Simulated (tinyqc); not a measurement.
Worked calculation: plane-wave Kohn-Sham cycle with exchange-only LDA in a layered model solid. One step of it, computed by the program tinyqc.

Question. Iteration 2: potential. V_H(G) = 4 pi rho(G)/G^2 for G != 0 (uniform background); v_x = -(3 rho/pi)^(1/3); V = V_ext + V_H + v_x; Fourier components f(G_m) = (1/N) sum_j f(x_j) exp(-i G_m x_j).

A solid whose potential varies along x alone (atomic units):
```
parameter                      value
period a                   10.700000
cross-section of the cell  15.000000
electrons per cell                 4
grid points                       16
plane waves -n..n, n               2
k points                           4
V1 in V1 cos(2 pi x/a)     -0.680000
```

density after iteration 1 (e/bohr^3): 0.04679846  0.05015328  0.05215384  0.04179828  0.02270888  0.00752227  0.00137625  0.00021465  0.00010053  0.00021465  0.00137625  0.00752227  0.02270888  0.04179828  0.05215384  0.05015328

Give: Potentials on the grid; V(G_m), m = 0, 1, 2, ....

Answer.

Potentials on the grid (hartree):
```
x          V_ext      V_H      v_x        V
0.0000   -0.6800   1.0535  -0.3549   0.0186
0.6687   -0.6282   0.9902  -0.3632  -0.0012
1.3375   -0.4808   0.7856  -0.3679  -0.0631
2.0063   -0.2602   0.4343  -0.3418  -0.1677
2.6750         0  -0.0076  -0.2789  -0.2864
3.3438    0.2602  -0.4391  -0.1929  -0.3718
4.0125    0.4808  -0.7772  -0.1095  -0.4060
4.6813    0.6282  -0.9854  -0.0590  -0.4161
5.3500    0.6800  -1.0551  -0.0458  -0.4209
6.0187    0.6282  -0.9854  -0.0590  -0.4161
6.6875    0.4808  -0.7772  -0.1095  -0.4060
7.3563    0.2602  -0.4391  -0.1929  -0.3718
8.0250         0  -0.0076  -0.2789  -0.2864
8.6937   -0.2602   0.4343  -0.3418  -0.1677
9.3625   -0.4808   0.7856  -0.3679  -0.0631
10.0312  -0.6282   0.9902  -0.3632  -0.0012
```

V(G_m), m = 0, 1, 2, ... (hartree): -0.2392  0.1155  0.0215  -0.0066  -0.0023
